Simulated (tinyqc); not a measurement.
Which current rules in forward bias: trap-assisted generation and recombination current of an abrupt junction. Computed by tinyqc, a small Python program. Command: `OMP_NUM_THREADS=1 python tinyqc.py 3027148 3027149 out.jsonl junctionleak walk`. One thread of a shared host (Intel(R) Xeon(R) Processor @ 2.30GHz), about 0.01 s of CPU time with the checks.

Depletion approximation, flat quasi-Fermi levels across the depleted layer, long neutral regions with minority lifetimes tau_n and tau_p, full ionisation and Boltzmann statistics. Voltages in exponents stand for e V.

Inputs (values chosen for the exercise, with bands and screening modelled on InP):
```
quantity,value,unit
gap E_g,1.34,eV
electron mass m_e,0.0772,m_0
valleys M_c,1,-
hole mass m_h,0.624,m_0
dielectric constant eps,12.5,-
acceptor density N_A,8.5e+17,cm^-3
donor density N_D,1.2e+17,cm^-3
capture time tau_n,2.4e-08,s
capture time tau_p,1.6e-05,s
trap level E_t - E_i,-0.086,eV
electron diffusion coefficient D_n,14,cm^2/s
hole diffusion coefficient D_p,1.4,cm^2/s
temperature T,350,K
tunnelling mass m_t,0.18,m_0
```

Field enhancement: Hurkx tunnelling factor.

Constants: k_B = 8.617333262e-05 eV/K; m_0 = 9.1093837015e-31 kg; k_B = 1.380649e-23 J/K; h = 6.62607015e-34 J s; e = 1.602176634e-19 C; eps_0 = 8.8541878128e-12 F/m; hbar = 1.054571817e-34 J s.

Method:
- N_c = 2 M_c (2 pi m_e k_B T/h^2)^(3/2) and N_v = 2 (2 pi m_h k_B T/h^2)^(3/2), masses in units of m_0.
- n_i = sqrt(N_c N_v) exp(-E_g/2 k_B T); V_bi = (k_B T/e) ln(N_A N_D/n_i^2); diffusion saturation current J_d0 = e n_i^2 [sqrt(D_n/tau_n)/N_A + sqrt(D_p/tau_p)/N_D].
- W = sqrt(2 eps eps_0 (V_bi - V)(1/N_A + 1/N_D)/e), x_p = W N_D/(N_A + N_D), x_n = W - x_p, peak field F_m = 2 (V_bi - V)/W; reverse bias means V = -V_r.
- Both capture times are divided by 1 + Gamma, Gamma = 2 sqrt(3 pi) (F/F_G) exp((F/F_G)^2), F_G = sqrt(24 m_t (k_B T)^3)/(e hbar) (the low-field Hurkx form), F being the local field, linear in x from 0 at the edges to F_m.
- Potential from the p edge: phi = (V_bi - V) x^2/(x_p W) on the p side and (V_bi - V)[1 - (W - x)^2/(x_n W)] on the n side; p = N_A exp(-phi/k_B T), n = n_i^2 exp(V/k_B T)/p; U = (n p - n_i^2)/[tau_p (n + n_i exp(dE/k_B T)) + tau_n (p + n_i exp(-dE/k_B T))], dE = E_t - E_i, n1 = n_i exp(dE/k_B T), p1 = n_i exp(-dE/k_B T); J_t = e int U dx by the trapezoid rule on 400 intervals on each side.
- J_d = J_d0 (exp(V/k_B T) - 1). Ideality n = (e/k_B T) dV/d ln J, central difference of 1 mV. The rows stop just below the bias where n = 0.1 p or tau_p n = 0.1 tau_n p at the p edge, or the like at the n edge.

k_B T = 0.0301607 eV

n_i = 7.32012e+08 cm^-3

J_d0 = 2.65104e-15 A/cm^2

Forward characteristic:
```
V (V),J_t (A/cm^2),J_d (A/cm^2),ideality of J_t,ideality of the sum
0.20,5.9702e-09,2.0078e-12,1.9424,1.9418
0.31,3.8039e-08,7.7127e-11,1.9835,1.9796
0.42,2.3861e-07,2.9590e-09,1.9869,1.9631
0.54,1.7704e-06,1.5815e-07,1.9830,1.8351
0.65,1.1168e-05,6.0674e-06,1.9769,1.4710
0.76,7.0912e-05,2.3277e-04,1.9694,1.1299
0.88,5.3491e-04,1.2441e-02,1.9758,1.0208
0.99,3.1961e-03,4.7730e-01,2.2094,1.0037
```

Diffusion overtakes recombination between 0.65 and 0.76 V, and the ideality of the sum goes from 1.94 to 1.00, with a maximum of 1.98 at 0.31 V. The ideality of J_t alone lies between 1.94 and 2.21.

Extremes, crossings and ranges named in words are read from the listed rows.
